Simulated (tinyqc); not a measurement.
Two-mode optical phonons of a ternary alloy from two coupled oscillators: one step, computed by the program tinyqc. Command: `OMP_NUM_THREADS=1 python tinyqc.py 3031267 3031268 out.jsonl twomode walk`. One thread of a shared host (Intel(R) Xeon(R) Processor @ 2.30GHz), about 0.01 s of CPU time with the checks.

An alloy A(x)B(1-x)C has an A-C and a B-C bond oscillator. Each TO frequency moves linearly from the impurity mode (dilute end) to the TO of the pure crystal; each strength is proportional to the number of bonds.

Question. Share of the polar coupling. eps(omega) = eps_inf + W_1/(omega_1^2 - omega^2) + W_2/(omega_2^2 - omega^2) = 0 is the eigenproblem of the matrix [[omega_1^2 + W_1/eps_inf, sqrt(W_1 W_2)/eps_inf], [sqrt(W_1 W_2)/eps_inf, omega_2^2 + W_2/eps_inf]] for omega_LO^2. The polar coupling of mode j is c_j = (u_j . sqrt(W))^2/(eps_inf^2 omega_j^2), u_j its eigenvector and omega_j here its LO frequency; the c_j add up to 1/eps_inf - 1/eps_s. Froehlich constant alpha_j = (e^2/(4 pi eps_0)) c_j k_j/(2 E_j), E_j = h c omega_j, k_j = sqrt(m* E_j/(hbar^2/(2 m_0))).

Inputs (values chosen for the exercise, modelled on Al(x)Ga(1-x)As, with A-C the AlAs-like and B-C the GaAs-like bond): electron mass m* = 0.09 m_0.

omega_1 (A-C, TO) = 360.58 1/cm

omega_2 (B-C, TO) = 256.523 1/cm

eps_inf = 8.7682

W_1 = 159800.2 1/cm^2

W_2 = 41038.55 1/cm^2

Constants: e^2/(4 pi eps_0) = 14.39964548 eV angstrom; hbar^2/(2 m_0) = 3.80998212 eV angstrom^2; 1 THz = 33.35640952 1/cm; h x 1 THz = 4.135667696 meV.

Give: c_j, lower and upper mode; share of the upper mode; alpha_j, lower and upper mode.

Answer.

c_j, lower and upper mode: 0.0044848  0.015410

share of the upper mode = 0.77457

alpha_j, lower and upper mode: 0.027460  0.077904
